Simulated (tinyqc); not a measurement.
Equilibrium and kinetic segregation of a solute to boundaries and growing surfaces: one step, computed by the program tinyqc. Command: `OMP_NUM_THREADS=1 python tinyqc.py 3007790 3007791 out.jsonl segreg walk`. One thread of a shared host (Intel(R) Xeon(R) Processor @ 2.30GHz), about 0.01 s of CPU time with the checks.

Question. Boundary energy. Gibbs adsorption for this isotherm in a dilute matrix: gamma = gamma_0 + Gam_0 [k_B T ln(1 - theta) + z w theta^2/2], Gam_0 = delta/Omega sites per area.

Inputs (values chosen for the exercise, for a model alloy):
```
quantity                             value        unit
interaction z w (positive attracts)    0.2          eV
temperature T                         1000           K
boundary thickness delta              0.34          nm
atomic volume Omega                   16.3  angstrom^3
clean boundary energy gamma_0         0.62       J/m^2
```

Isotherm: Fowler-Guggenheim.

coverage theta = 0.8868493

Constants: 1 eV/angstrom^2 = 16.02176634 J/m^2; k_B = 8.617333262e-05 eV/K.

Give: Gam_0; boundary energy gamma.

Answer.

Gam_0 = 20.859 1/nm^2

boundary energy gamma = 0.25531 J/m^2

Segregation lowers gamma by 59 %, and the driving force of grain growth with it. Caution: near saturation a single segregation energy is a poor picture.
